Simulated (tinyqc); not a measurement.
## Voltage drop against the pad pitch

A grid of 25 by 25 nodes with segments Rx (rows) and Ry (columns); every node draws I1 and the central node kh I1; pads with resistance Rp sit at the nodes whose row and column are multiples of the pitch, counting from 0. The drops u = Vdd - V follow from G u = i, with G the conductance matrix and i the load currents, solved directly.

Values chosen for this exercise: supply voltage Vdd = 0.65 V; resistance of a horizontal segment Rx = 1.5 ohm; resistance of a vertical segment Ry = 0.32 ohm; resistance from a pad node to the supply Rp = 0.078 ohm; factor on the load at the hot node kh = 1; load current of a node in the large grid I1 = 0.62 mA.

Results:
```
pitch (nodes)	pads	worst drop (mV)	mean drop (mV)	largest drop at a pad (mV)	largest pad current (mA)	worst drop over Vdd (%)
1	625	0.04836	0.04836	0.04836	0.6200	0.007440
2	169	0.7575	0.4891	0.1934	2.480	0.1165
4	49	3.449	2.516	0.7669	9.832	0.5307
6	25	8.305	6.214	1.681	21.56	1.278
8	16	15.39	11.60	2.803	35.94	2.367
12	9	33.54	27.21	5.867	75.22	5.160
24	4	133.5	109.2	7.556	96.88	20.54
```

Estimate the missing row, pitch = 3 nodes.

Computed row:
```
pitch (nodes)	pads	worst drop (mV)	mean drop (mV)	largest drop at a pad (mV)	largest pad current (mA)	worst drop over Vdd (%)
3	81	1.722	1.300	0.4342	5.567	0.2650
```

With this row back in the table: The worst drop goes from 0.0484 to 134 mV while the number of pads falls from 625 to 4; between the last two rows it goes as pitch^(1.99). The largest drop at a pad is 100 % of the worst drop in the first row and 5.66 % in the last; the rest falls along the wires. For pitch = 24 the drop exceeds 15 % of the supply, where loads no longer draw a fixed current.

Computed by the program tinyqc: `OMP_NUM_THREADS=1 python tinyqc.py 2770170 2770171 out.jsonl`, one thread of a shared Intel Xeon 2.30GHz, about 0.3 s for the whole run.
